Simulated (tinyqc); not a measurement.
One-electron ion in a basis of Gaussians, step by step. Computed by tinyqc, a small Python program that keeps every step. Settings: Z = 2, l = 0. Command: `OMP_NUM_THREADS=1 python tinyqc.py 29298 29299 out.jsonl` (the two numbers bound the seeds that draw the settings). One thread of a shared host (Intel(R) Xeon(R) Processor @ 2.60GHz), about 0.01 s of CPU time with the checks.

## Matrices over normalised Gaussians

exponents of r^l exp(-a r^2) (1/bohr^2): [0.492900, 0.835400, 1.416000]

Z = 2

l = 0

With p = a_i + a_j and I(k) = Gamma((k+1)/2) / (2 p^((k+1)/2)): S = I(2l+2), T = (2l+3) a_i a_j S / p, V = -Z I(2l+1), each divided by sqrt(S_ii S_jj).

S:
$$\begin{pmatrix}
1.000000 & 0.949709 & 0.818911 \\
0.949709 & 1.000000 & 0.949695 \\
0.818911 & 0.949695 & 1.000000
\end{pmatrix}$$

T (hartree):
$$\begin{pmatrix}
0.739350 & 0.883220 & 0.898249 \\
0.883220 & 1.253100 & 1.496961 \\
0.898249 & 1.496961 & 2.124000
\end{pmatrix}$$

V (hartree):
$$\begin{pmatrix}
-2.240678 & -2.470153 & -2.553368 \\
-2.470153 & -2.917073 & -3.215849 \\
-2.553368 & -3.215849 & -3.797796
\end{pmatrix}$$

## Generalised eigenproblem

H = T + V (hartree):
$$\begin{pmatrix}
-1.501328 & -1.586933 & -1.655119 \\
-1.586933 & -1.663973 & -1.718888 \\
-1.655119 & -1.718888 & -1.673796
\end{pmatrix}$$

Solve H C = S C e through S^(-1/2); each column has its largest component positive (the first on a tie).

eigenvalues of S: [0.005346, 0.181089, 2.813565]

eigenvalues (hartree): [-1.835219, 0.119710, 2.739058]

coefficients:
$$\begin{pmatrix}
1.054114 & -3.379307 & -4.845101 \\
-1.123029 & 3.451798 & 10.380019 \\
1.161181 & -0.223722 & -5.881982
\end{pmatrix}$$

For Z = 2 and l = 0 the exact lowest level is -Z^2/(2 n^2) with n = l + 1: -2.000000 hartree.
